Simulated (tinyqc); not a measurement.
Inside a calculation. Method: lattice vibrations of a chain. Computed by tinyqc, a small Python program that keeps every step. Command: `OMP_NUM_THREADS=1 python tinyqc.py 23685 23686 out.jsonl` (the two numbers bound the seeds that draw the settings). One thread of a shared host (Intel(R) Xeon(R) Processor @ 2.60GHz), about 0.01 s of CPU time with the checks.

## Dynamical matrix at q = 0.15

A chain moving along its axis:
```
atom,mass (u),spring to the next atom (eV/angstrom^2)
1,96.400000,8.600000
2,110.000000,2.100000
second neighbours,-,1.200000
```

q is in units of 2 pi/a. A spring k from atom i to atom j, n cells on, adds k to Phi_ii and Phi_jj, -k exp(2 pi i q n) to Phi_ij and the conjugate to Phi_ji (for one atom a cell: 2k (1 - cos 2 pi q n)); D_ij = Phi_ij / sqrt(m_i m_j).

D(q) (eV/(angstrom^2 u)):
```
,1,2
1,0.121258,-0.095502+0.016498i
2,-0.095502-0.016498i,0.106267
```

## Frequencies

omega^2 are the eigenvalues; wavenumber = 521.4708 sqrt(eigenvalue) 1/cm.

eigenvalues: 0.016557  0.210968

wavenumbers (1/cm): 67.1  239.5

weights |e|^2 of the mass-weighted modes:
```
,mode 1,mode 2
atom 1,0.461443,0.538557
atom 2,0.538557,0.461443
```

## Dispersion and heat capacity

C/k_B per atom = mean over q = (j + 1/2)/80, j = 0..39 and all branches of y^2 e^y/(e^y - 1)^2, y = hc wavenumber / k_B T.

Wavenumbers (1/cm):
```
q,branch 1,branch 2
0.000000,0.000000,237.980787
0.062500,28.669403,238.285312
0.125000,56.441486,239.102235
0.187500,82.425615,240.172302
0.250000,105.735724,241.159608
0.312500,125.471948,241.776908
0.375000,140.690087,241.923086
0.437500,150.407266,241.768133
0.500000,153.766945,241.654447
```

Heat capacity:
```
T (K),C/k_B per atom
20,0.102768
50,0.299923
100,0.616850
200,0.868230
300,0.937269
600,0.983628
1200,0.995862
```

zero-point energy per atom = 10.434747 meV
